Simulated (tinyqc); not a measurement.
Ballistic Schottky-barrier transistor with a one-dimensional channel, WKB contacts: one step of the calculation.

Source Fermi level 0, drain Fermi level -Vd. Far from the contacts Ec = pn - psi, and the gate moves psi one to one; the band edges relax as exp(-x/lam) from pn at the source and pn - Vd at the drain; Ev = Ec - Eg. A carrier of energy w inside the channel band meets at a contact a barrier of height D (the contact edge beyond the channel edge): T = 1 for w >= D, else exp(-S), S = 4 lam sqrt(m/C) [sqrt(D - w) - sqrt(w) arctan sqrt((D - w)/w)], C = hbar^2/(2 m0). The two contacts combine as Ts Td/(Ts + Td - Ts Td).

Task. Current of the holes on a coarse grid. I = g (2 q^2/h) int T(w) [f(Es + w) - f(Ed + w)] dw, f(y) = 1/(1 + exp(y/Vt)). Electrons: Ds = psi, Dd = psi - Vd, Es = Ec, Ed = Ec + Vd. Holes: Ds = -psi, Dd = Vd - psi, Es = -Ev, Ed = -Ev - Vd. The size of each current is taken; both flow from drain to source and add. Simpson's rule on nE equally spaced w from 0 to wm.

Values chosen for this exercise; channel values close to those of a carbon nanotube: temperature T = 300 K; band gap Eg = 0.533 eV; barrier for electrons at both contacts pn = 0.28 eV; hole mass mp = 0.062 m0; valleys or subbands g = 2; screening length at the contacts lam = 2.1 nm; drain bias Vd = 0.5 V; band shift psi of the channel by the gate ps = 0.23 V; upper end of the grid wm = 0.45 eV; points of the grid nE = 17.

Constants: q = 1.602176634e-19 C, kB = 1.380649e-23 J/K, hbar = 1.054571817e-34 J s, h = 6.62607015e-34 J s, m0 = 9.1093837015e-31 kg, Vt = kB T/q, hbar^2/(2 m0) = 0.0380998212 eV nm^2. Results are converted to the units shown.

Give: w; Ts; Td; T; size of the supply difference; current.

Result.

```
point   w (eV)      Ts         Td          T  size of the supply difference
0      0.00000  1.0000  0.0038183  0.0038183                        0.65872
1      0.02813  1.0000   0.047943   0.047943                        0.39405
2      0.05625  1.0000    0.11456    0.11456                        0.17972
3      0.08438  1.0000    0.20724    0.20724                       0.068742
4      0.11250  1.0000    0.32339    0.32339                       0.024266
5      0.14062  1.0000    0.45749    0.45749                      0.0083094
6      0.16875  1.0000    0.60135    0.60135                      0.0028151
7      0.19687  1.0000    0.74430    0.74430                      9.5021e-4
8      0.22500  1.0000    0.87319    0.87319                      3.2034e-4
9      0.25312  1.0000    0.97069    0.97069                      1.0795e-4
10     0.28125  1.0000     1.0000     1.0000                      3.6373e-5
11     0.30938  1.0000     1.0000     1.0000                      1.2255e-5
12     0.33750  1.0000     1.0000     1.0000                      4.1289e-6
13     0.36562  1.0000     1.0000     1.0000                      1.3911e-6
14     0.39375  1.0000     1.0000     1.0000                      4.6868e-7
15     0.42188  1.0000     1.0000     1.0000                      1.5791e-7
16     0.45000  1.0000     1.0000     1.0000                      5.3201e-8
```

current = 0.31158 uA

Range of the model: No scattering, image-force lowering, channel charge or band-to-band tunnelling; parabolic kappa overstates S deep in the gap.

tinyqc, about 0.1 s, one thread, Intel Xeon 2.30GHz (shared host): `OMP_NUM_THREADS=1 python tinyqc.py 2390011 2390012 out.jsonl`
